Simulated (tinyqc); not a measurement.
Inside a calculation. Method: tight binding, kagome lattice. Computed by tinyqc, a small Python program that keeps every step. Settings: t1 = 1.88, t2 = 1.01, delta = 0, bands filled = 1. Command: `OMP_NUM_THREADS=1 python tinyqc.py 20451 20452 out.jsonl` (the two numbers bound the seeds that draw the settings). One thread of a shared host (Intel(R) Xeon(R) Processor @ 2.60GHz), about 0.01 s of CPU time with the checks.

## Bloch Hamiltonian at k

Parameters chosen for this model:
```
parameter     value                unit
t1         1.880000    eV, up triangles
t2         1.010000  eV, down triangles
delta             0        eV on site C
```

k point k (fractions of the reciprocal vectors): -0.33000  0.42000

H_AB = -t1 - t2 exp(-i k.a1), H_AC = -t1 - t2 exp(-i k.a2), H_BC = -t1 - t2 exp(i k.(a1 - a2)), H_CC = delta.

H(k) at k (eV):
```
                   A                  B                  C
A            0.00000  -1.39343-0.88507i  -0.99493+0.48657i
B  -1.39343+0.88507i            0.00000  -1.88000-1.01000i
C  -0.99493-0.48657i  -1.88000+1.01000i            0.00000
```

## Levels at k

Diagonalise the Hermitian matrix.

eigenvalues (eV): -2.94235  0.05235  2.89000

weights |c|^2 of the basis functions:
```
    band 1   band 2   band 3
A  0.23491  0.53563  0.22946
B  0.42544  0.14402  0.43054
C  0.33965  0.32034  0.34000
```

## Bloch Hamiltonian at K

k point K (fractions of the reciprocal vectors): 0.33333  0.66667

As before.

H(k) at K (eV):
```
                   A                  B                  C
A            0.00000  -1.37500+0.87469i  -1.37500-0.87469i
B  -1.37500-0.87469i            0.00000  -1.37500+0.87469i
C  -1.37500+0.87469i  -1.37500-0.87469i            0.00000
```

## Levels at K

As before.

eigenvalues (eV): -2.75000  -0.14000  2.89000

weights |c|^2 of the basis functions:
```
    band 1   band 2   band 3
A  0.33333  0.33333  0.33333
B  0.33333  0.33333  0.33333
C  0.33333  0.33333  0.33333
```

## Bands along a path

The same steps at evenly spaced points between the labelled ones.

Bands along the path (eV):
```
k            band 1    band 2   band 3
G          -5.78000   2.89000  2.89000
G-K 0.33   -5.17020   2.28020  2.89000
G-K 0.67   -3.71430   0.82430  2.89000
K          -2.75000  -0.14000  2.89000
K-M 0.33   -2.94187   0.05187  2.89000
K-M 0.67   -3.22584   0.33584  2.89000
M          -3.34285   0.45285  2.89000
M-K' 0.33  -3.22584   0.33584  2.89000
M-K' 0.67  -2.94187   0.05187  2.89000
K'         -2.75000  -0.14000  2.89000
```

With 1 band(s) filled, the highest filled level on these points lies at K' and the lowest empty one at K': a gap of 2.6100 eV, direct.
